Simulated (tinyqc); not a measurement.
# Changing the overdrive V_ov

Model: thermal, flicker and telegraph noise of a field-effect transistor. Computed by tinyqc, a small Python program. Command: `OMP_NUM_THREADS=1 python tinyqc.py 3012959 3012960 out.jsonl noise sweep`. One thread of a shared host (Intel(R) Xeon(R) Processor @ 2.30GHz), about 0.01 s of CPU time with the checks.

Strong inversion, threshold roll-off and channel-length modulation left out; noise sources are uncorrelated and are given as one-sided spectral densities.

Inputs (values chosen for the exercise, modelled on a high-k silicon transistor):

| quantity | value | unit |
|---|---|---|
| width W | 6.5 | micrometre |
| length L | 120 | nm |
| electrical oxide thickness t | 5.4 | nm |
| mobility mu | 120 | cm^2/(V s) |
| saturation velocity v_s | 0.96 | 1e7 cm/s |
| thermal noise factor gamma | 1.4 | - |
| oxide trap density N_t | 2.4e+18 | 1/(eV cm^3) |
| oxide barrier phi | 2.1 | eV |
| oxide mass m_ox | 0.4 | m_0 |
| frequency f | 7000 | Hz |
| temperature T | 400 | K |

Operating region: saturation. Flicker model: number fluctuation.

Constants: eps_0 = 8.8541878128e-12 F/m; hbar = 1.054571817e-34 J s; m_0 = 9.1093837015e-31 kg; e = 1.602176634e-19 C; k_B = 8.617333262e-05 eV/K; k_B = 1.380649e-23 J/K.

Method:
- C_ox = 3.9 eps_0/t; V_c = 2 v_s L/mu; I = W C_ox v_s V_ov^2/(V_ov + V_c); g_m = W C_ox v_s V_ov (V_ov + 2 V_c)/(V_ov + V_c)^2; g_d0 = mu C_ox (W/L) V_ov.
- Tunnelling length lambda = hbar/(2 sqrt(2 m_ox phi)); flat-band noise S_Vfb = e^2 k_B T lambda N_t/(W L C_ox^2 f). S_I = g_m^2 S_Vfb.
- Thermal: S_I = 4 k_B T gamma g_d0; input-referred S_V = S_I/g_m^2; corner f_c where flicker equals thermal.
- Total input noise from 1 Hz to f_c: sqrt(S_V,thermal [f_c ln(f_c/1 Hz) + f_c - 1 Hz]).

One run for each value:

| overdrive V_ov (V) | input-referred thermal noise (nV/sqrt(Hz)) | corner frequency f_c (Hz) | flicker S_I/I^2 (1/Hz) | g_m (microsiemens) |
|---|---|---|---|---|
| 0.20 | 7.0681 | 1.4191e+08 | 9.1951e-11 | 717.4 |
| 0.25 | 6.5427 | 1.6562e+08 | 5.7567e-11 | 866.5 |
| 0.32 | 6.0584 | 1.9316e+08 | 3.4113e-11 | 1058.6 |
| 0.40 | 5.7031 | 2.1798e+08 | 2.1143e-11 | 1257.3 |
| 0.50 | 5.4223 | 2.4113e+08 | 1.3030e-11 | 1478.5 |
| 0.63 | 5.2075 | 2.6143e+08 | 7.8411e-12 | 1728.1 |
| 0.79 | 5.0707 | 2.7573e+08 | 4.7369e-12 | 1987.3 |
| 1.00 | 5.0055 | 2.8296e+08 | 2.7826e-12 | 2265.1 |

Over the rows, input-referred thermal noise (nV/sqrt(Hz)) falls from 7.07 to 5.01 (exponent d ln y / d ln x -0.35 between the first rows and -0.055 between the last); corner frequency f_c (Hz) rises from 1.42e8 to 2.83e8 (exponent d ln y / d ln x 0.69 between the first rows and 0.11 between the last); flicker S_I/I^2 (1/Hz) falls from 9.20e-11 to 2.78e-12 (exponent d ln y / d ln x -2.1 between the first rows and -2.3 between the last).
